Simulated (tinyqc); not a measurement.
Inputs raised by 10 %, one at a time: pressure-driven transition between two phases with analytic equations of state. Computed by tinyqc, a small Python program. Command: `OMP_NUM_THREADS=1 python tinyqc.py 3009702 3009703 out.jsonl transition sens`. One thread of a shared host (Intel(R) Xeon(R) Processor @ 2.30GHz), about 0.02 s of CPU time with the checks.

Each phase obeys E = E0 + (9 V0 B0/16) [y^3 B' + y^2 (2 - 4 y)], y = (V0/V)^(2/3) - 1; P = (3 B0/2) (x^7 - x^5) [1 + (3/4)(B' - 4)(x^2 - 1)], x = (V0/V)^(1/3); E0 = 0 for phase 1 and Delta E0 for phase 2. H = E + P V.

Inputs (values chosen for the exercise, for two model phases):
```
quantity                                   value             unit
volume V0 of phase 1                        25.7  angstrom^3/atom
B0 of phase 1                               92.7              GPa
B' of phase 1                               3.46                -
volume V0 of phase 2                        19.3  angstrom^3/atom
B0 of phase 2                                110              GPa
B' of phase 2                               4.68                -
energy of phase 2 above phase 1, Delta E0  0.054          eV/atom
entropy of phase 2 less phase 1, Delta S   -0.37         k_B/atom
temperature T                                900                K
```

Equation of state: Birch-Murnaghan.

Constants: 1 eV/angstrom^3 = 160.2176634 GPa; k_B = 8.617333262e-05 eV/K.

Method. Start from P = Delta E0/(V0 of phase 1 - V0 of phase 2); at each P solve P(V) = P for both phases and step P(new) = P - (H_2 - H_1)/(V_2 - V_1); stop when |H_2 - H_1| < 1e-10 eV. At the zero-temperature transition the volume change is V_2/V_1 - 1 and the work is P (V_1 - V_2). At T the condition is H_2 - H_1 - T Delta S = 0, with Delta S constant and thermal expansion left out; the Clausius-Clapeyron slope is dP/dT = Delta S/(V_2 - V_1) at the zero-temperature point.

Runs; columns: (1) input moved; (2) from; (3) to; (4) transition pressure (GPa); (5) work P (V_1 - V_2) (eV/atom); (6) transition pressure at T (GPa); (7) Clapeyron slope (MPa/K):
```
(1)                                                    (2)     (3)     (4)       (5)     (6)     (7)
base run                                                 -       -  1.3664  0.053429  2.1044  0.8154
volume V0 of phase 1 (angstrom^3/atom)                25.7   28.27  0.9712  0.053629  1.4928  0.5774
B0 of phase 1 (GPa)                                   92.7  101.97  1.3628  0.053566  2.0960  0.8112
B' of phase 1                                         3.46   3.806  1.3663  0.053434  2.1042  0.8153
volume V0 of phase 2 (angstrom^3/atom)                19.3   21.23  1.9712  0.053030  3.0482  1.1852
B0 of phase 2 (GPa)                                    110     121  1.3687  0.053341  2.1098  0.8181
B' of phase 2                                         4.68   5.148  1.3665  0.053425  2.1046  0.8155
energy of phase 2 above phase 1, Delta E0 (eV/atom)  0.054  0.0594  1.5047  0.058710  2.2442  0.8171
```

Exponents ln(y'/y) / ln(x'/x):
```
input                                      transition pressure  work P (V_1 - V_2)  transition pressure at T  Clapeyron slope
volume V0 of phase 1                                    -3.582               0.039                    -3.603           -3.621
B0 of phase 1                                           -0.028               0.027                    -0.042           -0.055
B' of phase 1                                           -0.001               0.001                    -0.001           -0.001
volume V0 of phase 2                                     3.845              -0.079                     3.887            3.924
B0 of phase 2                                            0.018              -0.017                     0.027            0.035
B' of phase 2                                            0.000              -0.001                     0.001            0.001
energy of phase 2 above phase 1, Delta E0                1.011               0.989                     0.675            0.022
```

Which inputs matter most for each result?

Among the inputs moved here: transition pressure answers most in size to volume V0 of phase 2 (exponent +3.845), next to volume V0 of phase 1 (-3.582); its exponent is below 0.0005 for B' of phase 2. Its exponent +1.011 in energy of phase 2 above phase 1, Delta E0: the rigid estimate Delta E0/Delta V. work P (V_1 - V_2) answers most in size to energy of phase 2 above phase 1, Delta E0 (exponent +0.989), next to volume V0 of phase 2 (-0.079). Transition pressure at T answers most in size to volume V0 of phase 2 (exponent +3.887), next to volume V0 of phase 1 (-3.603). Clapeyron slope answers most in size to volume V0 of phase 2 (exponent +3.924), next to volume V0 of phase 1 (-3.621).

Caution (all rows): a constant Delta S holds only at high temperature; it vanishes as T goes to 0, so the shift counted from T = 0 is somewhat too large.
